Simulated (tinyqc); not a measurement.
p-n heterojunction, non-linear Poisson equation by Newton steps, Boltzmann statistics: one step of the calculation.

One dimension, material 1 (p-type) at x < 0 and material 2 (n-type) at x > 0. Band edges: Ec = -psi in material 1 and -psi + dEc in material 2, Ev = Ec - Eg. Flat quasi-Fermi levels: 0 for holes, +V for electrons. n = Nc F((EFn - Ec)/Vt), p = Nv F((Ev - EFp)/Vt), with F(eta) = exp(eta) (Boltzmann statistics); full ionisation, no interface charge, classical densities; the doping types are chosen for the exercise.

Task. Newton step. Solve the tridiagonal system a_(i-1) d_(i-1) + b_i d_i + a_i d_(i+1) = -F_i for nodes 1 to 9, with d = 0 on fixed nodes. Each component d is damped to sign(d) Vt ln(1 + |d|/Vt) before it is added.

Inputs (values chosen for the exercise): temperature T = 300 K.

Constants: q = 1.602176634e-19 C, kB = 1.380649e-23 J/K, Vt = kB T/q. Results are converted to the units shown.

coupling a_i, interval 0 to 9 (F/cm^2): [6.8057189e-8, 9.3380795e-8, 1.3100731e-7, 1.8128100e-7, 2.5174760e-7, 3.6963802e-7, 2.8670703e-7, 2.0857440e-7, 1.5127758e-7, 1.1149718e-7]

```
node  diagonal b (F/cm^2)  residual F (C/cm^2)
1           -3.7464128e-6       -5.2638744e-11
2           -2.3923289e-6        -4.5005022e-9
3           -5.0094008e-7        -1.2814551e-9
4           -4.3303235e-7         5.8800839e-8
5           -6.2138562e-7         3.6155292e-8
6           -6.5634566e-7        8.9989944e-10
7           -4.9528681e-7        -4.4459199e-8
8           -6.4219934e-7         2.7007345e-8
9           -3.8087882e-6         1.2960866e-8
```

psi at the start, node 0 to 10 (V): [-2.2913638, -2.2912325, -2.2866483, -2.2321312, -1.9607140, -1.3934872, -0.8415372, -0.2790734, -0.0063562, 0.0509975, 0.0563394]

Find: Newton step d, before damping; psi after iteration 1.

Result.

Newton step d, before damping, node 1 to 9 (V): [0.00014, 0.00635, 0.15019, 0.41749, 0.37641, 0.25062, 0.08531, 0.07123, 0.00623]
psi after iteration 1, node 0 to 10 (V): [-2.2914, -2.2911, -2.2810, -2.1825, -1.8872, -1.3225, -0.7803, -0.2414, 0.0279, 0.0566, 0.0563]

Computed by the program tinyqc: `OMP_NUM_THREADS=1 python tinyqc.py 2040063 2040064 out.jsonl`, one thread of a shared Intel Xeon 2.30GHz, about 0.03 s for the whole run.
